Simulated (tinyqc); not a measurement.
UHF in the sto-3g basis, for BeH, spin multiplicity 2, step by step. This run ends on a higher stationary point, not on the lowest solution. Computed by tinyqc, a small Python program that keeps every step (integrals from PySCF). Settings: charge = 0, multiplicity = 2, basis = sto-3g, energy threshold = 1e-08, iteration cap = 73, orthogonalisation = canonical, start = core, DIIS depth = 4, damping = 0.7, method = UHF. Command: `OMP_NUM_THREADS=1 python tinyqc.py 28051 28052 out.jsonl` (the two numbers bound the seeds that draw the settings). One thread of a shared host (Intel(R) Xeon(R) Processor @ 2.60GHz), about 0.2 s of CPU time with the checks.

Geometry (angstrom):
```
atom        x        y        z
Be    0.00000  0.00000  0.00000
H     0.00000  0.00000  2.57100
```

Stop when the energy changes by less than 1e-08 hartree and every element of the error matrix X^T (F D S - S D F) X (for each spin) is below 3e-05.

Course of the cycle:
```
iteration  E (hartree)     change  largest element of the error matrix
1          -14.3454948          -                             9.05e-02
2          -14.4609969  -1.16e-01                             6.49e-02
3          -14.5246223  -6.36e-02                             5.41e-02
4          -14.5755973  -5.10e-02                             6.05e-02
5          -14.6154404  -3.98e-02                             6.39e-02
6          -14.6505655  -3.51e-02                             6.08e-02
7          -14.6812638  -3.07e-02                             4.71e-02
8          -14.7049439  -2.37e-02                             3.96e-02
9          -14.7100401  -5.10e-03                             3.48e-02
10         -14.7019696   8.07e-03                             2.92e-02
11         -14.7150977  -1.31e-02                             2.81e-02
12         -14.7267881  -1.17e-02                             2.73e-02
13         -14.6994007   2.74e-02                             1.85e-02
14         -14.7017703  -2.37e-03                             1.30e-02
...                ...        ...                                  ...
41         -14.7252627  -9.14e-07                             8.40e-07
42         -14.7252634  -6.40e-07                             5.88e-07
43         -14.7252638  -4.48e-07                             4.12e-07
44         -14.7252641  -3.14e-07                             2.88e-07
45         -14.7252643  -2.20e-07                             2.02e-07
46         -14.7252645  -1.54e-07                             1.41e-07
47         -14.7252646  -1.08e-07                             9.88e-08
48         -14.7252647  -7.53e-08                             6.92e-08
49         -14.7252647  -5.27e-08                             4.84e-08
50         -14.7252648  -3.69e-08                             3.39e-08
51         -14.7252648  -2.58e-08                             2.37e-08
52         -14.7252648  -1.81e-08                             1.66e-08
53         -14.7252648  -1.27e-08                             1.16e-08
54         -14.7252648  -8.86e-09                             8.14e-09
```

Can the last value be used, and what does the course show?

No, though the log alone does not show it. Converged in 54 iterations. But the solution lies 0.10009 hartree above the reference: it is another stationary point, not the lowest one. Reruns (cap 100 unless said): DIIS 8: converged in 11 to a higher stationary point; damping 0.5: converged in 58; level shift 0.5: converged in 62; atomic densities as start, DIIS 8: converged in 16. PySCF UHF in the same basis, after a stability check = -14.8253509 hartree.
